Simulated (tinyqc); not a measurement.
# Trap density and scattering coefficient from 1/f noise

Problem. f S = K0 (1 + ac mu Cox I/gm)^2 with K0 = q^2 Vt lt Nt/(W L Cox^2), Vt in eV and Nt per eV. Find K0, Nt and ac.

Parameters, values chosen for the exercise: temperature T = 350 K; gate length L = 350 nm; total gate width W = 40 um; gate capacitance Cox = 2.06 uF/cm^2; mobility mu = 170 cm^2/(V s); tunnelling length into the oxide lt = 0.1 nm.

Constants: q = 1.602176634e-19 C, kB = 1.380649e-23 J/K, Vt = kB T/q. Results are converted to the units shown.

I/gm at two biases (V): 0.0425942766  0.204553846
f S at these biases (V^2): 5.10086090e-12  5.68691088e-12

Solution. sqrt(f S) is linear in I/gm: the intercept is sqrt(K0), and slope over intercept is ac mu Cox.

K0 = 4.95e-12 V^2
Nt = 3.80e17 cm^-3 eV^-1
ac = 1.00e3 V s/C

tinyqc, about 0.01 s, one thread, Intel Xeon 2.30GHz (shared host): `OMP_NUM_THREADS=1 python tinyqc.py 2150153 2150154 out.jsonl`
